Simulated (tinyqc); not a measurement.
# Ballast resistance and gain from the on-state line

Problem. At high current V = BV (1 + be)^(-1/n) + I Ro. Find Ro, the intercept and be.

Parameters, values chosen for the exercise:
```
symbol  value  unit                         meaning
BV        8.7     V      junction breakdown voltage
n         4.1        exponent of the multiplication
```

V at I = 2.6 and 5.3 mA/um (V): [5.0719413, 5.4499413]

Answer. The slope is Ro; the intercept over BV is (1 + be)^(-1/n).

Ro = 140 ohm um
intercept = 4.71 V
be = 11.4

Numbers from tinyqc (`OMP_NUM_THREADS=1 python tinyqc.py 2670040 2670041 out.jsonl`; about 0.01 s on one thread of a shared Intel Xeon 2.30GHz).
